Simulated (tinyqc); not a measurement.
Inside a calculation. Method: tight binding, dimerised chain. One step of it, computed by the program tinyqc.

Task: Bloch Hamiltonian at k. H_AA = +delta, H_BB = -delta, H_AB = -t1 - t2 exp(-i k a).

Parameters chosen for this model:

| parameter | value | unit |
|---|---|---|
| t1 | 1.100000 | eV, inside the cell |
| t2 | 1.740000 | eV, between cells |
| delta | 0.500000 | eV, +/- on the two sites |

k point k (2 pi / a): 0.310000

Give: H(k) at k.

Result:

H(k) at k (eV):
```
                 A                B
A           0.5000  -0.4595+1.6178i
B  -0.4595-1.6178i          -0.5000
```
